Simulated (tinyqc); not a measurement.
Inside a calculation. Model: undoped gate-all-around wire MOSFET, analytic charge model.

Program tinyqc, `OMP_NUM_THREADS=1 python tinyqc.py 2460123 2460124 out.jsonl`; Intel Xeon 2.30GHz, shared host, one thread, about 0.02 s. Printed values are rounded.

An undoped round wire of radius R under an insulator shell and a surrounding gate; long channel, electrons only, n = ni exp((psi - V)/Vt) with V the quasi-Fermi potential (0 at the source, Vd at the drain), constant mobility, no quantisation. The radial Poisson equation gives n(r) = n(0)/(1 - (1 - b) r^2/R^2)^2 with b = Q0/(Q + Q0). Q is the electron charge per area of the wire surface.

Values chosen for this exercise; material values close to those of germanium: temperature T = 300 K; band gap Eg = 0.652 eV; relative permittivity of the semiconductor eps_r = 16.3; conduction-band density of states at T Nc = 1.02e19 cm^-3; valence-band density of states at T Nv = 5.91e18 cm^-3; relative permittivity of the gate insulator eox = 26.1; insulator thickness tox = 8.4 nm; wire radius R = 20 nm; gate work function less that of the intrinsic body dphi = -0.15 V; channel mobility mu = 690 cm^2/(V s); gate length L = 2 um; gate voltage Vg = 0.1 V; drain voltage Vd = 0.1 V.

Constants: q = 1.602176634e-19 C, kB = 1.380649e-23 J/K, Vt = kB T/q, eps0 = 8.8541878128e-14 F/cm where lengths are in cm. Results are converted to the units shown.

## Constants of the wire

ni = sqrt(Nc Nv) exp(-Eg/(2 Vt)), Eg in volts; Cox = eps0 eox/(R ln(1 + tox/R)); Q0 = 4 eps0 eps_r Vt/R; V0 = dphi + Vt ln[8 eps0 eps_r Vt/(q ni R^2)].

ni = 2.59140e13 cm^-3
Cox = 3.29516 uF/cm^2
Q0 = 74.6209 nC/cm^2
V0 = 0.103262 V

## Iteration 1: charge at the source by substitution

Q at the start = 0 nC/cm^2

With V = 0: u = Vg - V0 - Q/Cox, then Q(new) = (Q0/2)[sqrt(1 + 4 exp(u/Vt)) - 1], the root of Vt ln[(Q/Q0)(1 + Q/Q0)] = u.

u = -0.00326205 V
Q after iteration 1 = 42.0637 nC/cm^2

## Iteration 2: charge at the source by substitution

As before.

u = -0.0160273 V
Q after iteration 2 = 28.9285 nC/cm^2

## Course of the iteration: charge at the source by substitution

Stop when Q changes by less than 1e-8 nC/cm^2, or after 30 iterations.

Course of the iteration:

| iteration | Q (nC/cm^2) | \|change\| (nC/cm^2) |
|---|---|---|
| 1 | 42.0637 | 42.1 |
| 2 | 28.9285 | 13.1 |
| 3 | 32.5966 | 3.67 |
| 4 | 31.5351 | 1.06 |
| 5 | 31.8393 | 0.304 |
| 6 | 31.7518 | 0.0874 |
| 7 | 31.7769 | 0.0251 |
| 8 | 31.7697 | 7.21e-3 |
| 9 | 31.7718 | 2.07e-3 |
| 10 | 31.7712 | 5.95e-4 |
| 11 | 31.7714 | 1.71e-4 |
| 12 | 31.7713 | 4.91e-5 |
| 13 | 31.7713 | 1.41e-5 |
| 14 | 31.7713 | 4.05e-6 |
| 15 | 31.7713 | 1.16e-6 |
| 16 | 31.7713 | 3.34e-7 |
| 17 | 31.7713 | 9.58e-8 |
| 18 | 31.7713 | 2.75e-8 |
| 19 | 31.7713 | 7.91e-9 |

Converged in 19 iterations. At the end each change is about 0.29 times the one before, with alternating sign: linear convergence.

## Drain current and line charge

Qs = 31.7713 nC/cm^2
Qd = 1.32950 nC/cm^2

Q solves Vg - V0 - V = Q/Cox + Vt ln(Q/Q0) + Vt ln(1 + Q/Q0). I = mu (2 pi R/L)[2 Vt (Qs - Qd) + (Qs^2 - Qd^2)/(2 Cox) + Vt Q0 ln((Qd + Q0)/(Qs + Q0))], with Qs at V = 0 and Qd at V = Vd. Electrons per length at the source: 2 pi R Qs/q; surface over centre density: (1 + Qs/Q0)^2.

first term = 0.0682377 uA
second term = 0.00662876 uA
third term = -0.0281891 uA
I = 0.0466773 uA
electrons per length = 0.249193 1/nm
surface over centre density = 2.03282

The square-law term makes up 14.2 % of the current.
